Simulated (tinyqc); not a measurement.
Anisotropic elasticity and sound waves of a cubic crystal: one step, computed by the program tinyqc.

Voigt order 1..6 = xx, yy, zz, yz, xz, xy, with engineering shear strains. The rotated frame has x' as named, z' along the wafer normal and y' = z' x x'.

Task: Moduli along the axes of the frame. Invert C' to S'. E along x' = 1/S'11, along y' = 1/S'22; Poisson ratios nu(x'y') = -S'12/S'11 and nu(x'z') = -S'13/S'11; in-plane shear modulus 1/S'66.

Frame: (112) wafer, x' along [1-10].

C' (GPa), lower triangle (symmetric):
```
          1         2         3        4        5        6
1  1187.850
2    56.133  1223.133
3    91.417    56.133  1187.850
4   -49.898     0.000    49.898  512.933
5     0.000     0.000     0.000    0.000  548.217
6     0.000     0.000     0.000    0.000  -49.898  512.933
```

Give: E along x'; E along y'; nu(x'y'); nu(x'z'); in-plane shear modulus.

Result:

E along x' = 1173 GPa

E along y' = 1218 GPa

nu(x'y') = 0.04225

nu(x'z') = 0.07937

in-plane shear modulus = 508.4 GPa

E differs between x' and y' by -3.7 %.
